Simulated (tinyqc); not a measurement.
Chip with leakage that grows with temperature, electro-thermal loop and runaway: one step of the calculation.

One temperature T for the device, T = T0 + Rth P(T), with P(T) = Pd + Pl (T/300 K)^2 exp[(q Ea/kB)(1/(300 K) - 1/T)]. The loop gain is Rth dP/dT; a solution is thermally stable when it is below one.

Task. Temperature by substitution. P(T) = Pd + Pl (T/300 K)^2 exp[(q Ea/kB)(1/(300 K) - 1/T)]; T(new) = T0 + Rth P(T).

Inputs (values chosen for the exercise):

| symbol | value | unit | meaning |
|---|---|---|---|
| T0 | 360 | K | ambient temperature |
| Pd | 5.6 | W | temperature-independent switching power |
| Pl | 0.0236 | W | leakage power at 300 K |
| Ea | 0.63 | eV | activation energy of the leakage |
| Rth | 1.8 | K/W | thermal resistance |

Constants: q = 1.602176634e-19 C, kB = 1.380649e-23 J/K. Results are converted to the units shown.

T at the start = 360 K

Find: P; T after iteration 1.

Result.

P = 7.5733 W
T after iteration 1 = 373.63 K

Program tinyqc, `OMP_NUM_THREADS=1 python tinyqc.py 2520029 2520030 out.jsonl`; Intel Xeon 2.30GHz, shared host, one thread, about 0.01 s.
